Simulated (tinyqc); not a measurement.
Across the gap: metal-induced gap states at the contact of a metal chain and a two-band chain.

The semiconductor alternates sites A at -Eg/2 and C at +Eg/2 with hopping -t; the gap runs from -Eg/2 to Eg/2. In the gap cosh(q a) = 1 + (Eg^2/4 - E^2)/(2 t^2) and the amplitude changes by -exp(-q a) a period. The metal has site energy 0 and hopping -tm; its end site has g_m = (E - i sqrt(4 tm^2 - E^2))/(2 tm^2). Sites 1, 2, ... count into the semiconductor, with energies e1, e2 alternating. The clean half chain has g1 = 1/(E - e1 - t^2 g2), g2 = 1/(E - e2 - t^2 g1), decaying root. With the contact G11 = 1/(1/g1 - tc^2 g_m), and the density on site j is -Im G_jj/pi = |psi_j/psi_1|^2 (-Im G11/pi), per spin, with psi_2/psi_1 = -t g2, psi_3/psi_2 = -t g1.

Values chosen for the exercise (gap and optical dielectric constant near those of SiC; the chain itself is a model; the results hold for these values, not for the real material): Eg = 3.05 eV (gap); t = 2.94 eV (hopping in the semiconductor); tm = 2.46 eV (hopping in the metal); tc = 2.77 eV (hopping across the contact); end = A (site that touches the metal); a = 3.08 angstrom (period (two sites); one chain for each area a^2).

E = f Eg. Share on C: the part of the summed density that lies on C sites, whose orbitals make the conduction edge.

Gap states:
```
f,E (eV),xi = 1/(2q) (angstrom),D1 (1/eV),D2 (1/eV),sum (1/eV),share on C
-0.48,-1.464,10.61,0.0880,0.0016,0.3555,0.017
-0.40,-1.220,4.97,0.0751,0.0061,0.1758,0.075
-0.30,-0.915,3.74,0.0647,0.0107,0.1343,0.142
-0.15,-0.458,3.14,0.0522,0.0172,0.1112,0.248
0.00,0.000,3.00,0.0411,0.0246,0.1024,0.374
0.15,0.458,3.14,0.0300,0.0341,0.1027,0.532
0.30,0.915,3.74,0.0182,0.0483,0.1184,0.726
0.40,1.220,4.97,0.0096,0.0636,0.1585,0.868
0.48,1.464,10.61,0.0021,0.0876,0.3562,0.977
```

The decay length xi of the density is shortest at mid-gap, 3.00 angstrom, and grows to 10.6 near the edges. The summed density is least at f = 0 (0.1024) and largest at f = 0.48 (0.3562 1/eV). The share on C goes from 0.02 to 0.98 and passes one half near f = +0.119, a point that depends on which site ends the chain. The states turn from valence-like to conduction-like across the gap; the branch point, where the decay is fastest, lies at mid-gap in this symmetric chain and is the usual estimate of the neutrality level.

Program tinyqc; command `OMP_NUM_THREADS=1 python tinyqc.py 1451112 1451113 out.jsonl`; about 0.01 s on one thread of a shared Intel(R) Xeon(R) Processor @ 2.30GHz.
